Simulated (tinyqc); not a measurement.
## Floating body of a partially depleted SOI transistor: body voltage and kink: output curve and kink

Source at 0 V. Channel current Ic = 2 nf K Vt^2 [F(0) - F(Vd)](1 + la Vd), F(V) = ln^2(1 + exp((Vg - VT - nf V)/(2 nf Vt))), VT = VT0 - gb Vb. Saturation voltage Vs = 2 Vt sqrt(F(0)) + 3 Vt, excess Ve = (Vd - Vs + sqrt((Vd - Vs)^2 + 0.0004 V^2))/2, multiplication M1 = Ai Ve exp(-Bl/Ve). Each junction passes D(v) = J1 (exp(v/Vt) - 1) + J2 (exp(v/(2 Vt)) - 1). Bipolar current Ib = bb J1 (exp(Vb/Vt) - 1). The body settles where M1 (Ic + Ib) = D(Vb) + D(Vb - Vd) + Vb/Rb; drain current Id = (1 + M1)(Ic + Ib) - D(Vb - Vd).

Rows with more than one solution for Vb (latch) are left out; dId/dVd by a forward difference over 1e-4 V, swing = 1e-4 V over the change of log10 Id; M1 under 1e-12 is printed as 0.

Values chosen for this exercise; values of the order met in partially depleted silicon-on-insulator transistors: temperature T = 300 K; threshold at zero body voltage VT0 = 0.53 V; fall of the threshold per volt of body voltage gb = 0.21; slope factor nf = 1.31; gain factor per width K = 440 uA/(V^2 um); channel-length modulation factor la = 0.03 1/V; impact-ionisation prefactor Ai = 2.77 1/V; impact-ionisation voltage Bl = 6.8 V; diffusion saturation current of each junction J1 = 1.7e-13 uA/um; recombination saturation current of each junction J2 = 5.1e-8 uA/um; gain of the lateral bipolar transistor on the diffusion current bb = 3; resistance of a weak body tie to the source (1e9 stands for no tie, and the term is then dropped) Rb = 1e9 kohm um; gate voltage Vg = 0.99 V.

Constants: q = 1.602176634e-19 C, kB = 1.380649e-23 J/K, Vt = kB T/q. Results are converted to the units shown.

Output curve and kink:
```
Vd (V)	Vb (V)	M1	Id, floating (uA/um)	Id, grounded (uA/um)	ratio	dId/dVd, floating (uS/um)	dId/dVd, grounded (uS/um)
1	0.3966	2.156e-6	51.06	36.61	1.395	49.57	1.075
1.16	0.5535	4.525e-5	57.71	36.79	1.569	33.35	1.163
1.32	0.6439	3.912e-4	61.91	37.00	1.673	20.73	1.497
1.48	0.6965	0.001875	64.85	37.29	1.739	17.22	2.264
1.64	0.7320	0.006056	67.78	37.75	1.795	20.56	3.572
1.8	0.7586	0.01501	71.77	38.47	1.866	30.55	5.438
```

Vb rises from 0.397 to 0.759 V and the ratio of the currents rises from 1.39 to 1.87. The output conductance with a floating body exceeds the grounded value by the largest factor among the rows, 46.1, at Vd = 1 V, where Vb = 0.397 V and M1 = 2.16e-6.

Range of the model: The multiplication law is an empirical form chosen for the exercise; self-heating and capacitive coupling to the body are left out, and the linear laws are rough once Vb passes about 0.7 V or M1 about 0.1.

Computed by the program tinyqc: `OMP_NUM_THREADS=1 python tinyqc.py 2182244 2182245 out.jsonl`, one thread of a shared Intel Xeon 2.30GHz, about 0.2 s for the whole run.
